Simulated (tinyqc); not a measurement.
Raising U: Hubbard chain of 4 sites, mean field against exact. Computed by the program tinyqc. Command: `OMP_NUM_THREADS=1 python tinyqc.py 113052 113053 out.jsonl`; one thread of a shared host (Intel(R) Xeon(R) Processor @ 2.60GHz), about 8 s.

one-body matrix (hopping and site energies) (eV):
```
         1        2        3        4
1   0.0000  -1.3900   0.0000   0.0000
2  -1.3900   0.0000  -1.3900   0.0000
3   0.0000  -1.3900   0.0000  -1.3900
4   0.0000   0.0000  -1.3900   0.0000
```

electrons, up and down: 2  1

Collinear unrestricted mean field (the lowest of 40 random starts) against exact diagonalisation.

Exact and mean-field results (eV):

| U | U/t | E exact | E mean field | mean \|n_up - n_down\| | double occupancy, exact | first gap in the sector |
|---|---|---|---|---|---|---|
| 0.690 | 0.496 | -5.03150 | -5.01531 | 0.250 | 0.111 | 1.369 |
| 1.390 | 1.000 | -4.73977 | -4.67547 | 0.250 | 0.097 | 1.315 |
| 2.780 | 2.000 | -4.26665 | -4.03217 | 0.250 | 0.074 | 1.162 |
| 4.170 | 3.000 | -3.91185 | -3.47192 | 0.377 | 0.055 | 1.005 |
| 5.560 | 4.000 | -3.64616 | -3.04595 | 0.498 | 0.041 | 0.869 |
| 8.340 | 6.000 | -3.28949 | -2.52887 | 0.626 | 0.025 | 0.667 |
| 11.120 | 8.000 | -3.06921 | -2.33115 | 0.728 | 0.016 | 0.533 |
| 16.680 | 12.000 | -2.81945 | -2.20715 | 0.741 | 0.008 | 0.375 |
| 27.800 | 20.000 | -2.60037 | -2.11017 | 0.747 | 3.05e-03 | 0.233 |

In absolute terms mean field is worst at U/t = 6.0, 0.761 eV too high: at small U it is nearly exact, and at large U it still misses the motion of the hole through a fluctuating spin background. Relative to the exact energy its error is 0.3 % at the smallest U, 24 % at most and 19 % at the largest. The double occupancy falls from 0.111 to 0.003.
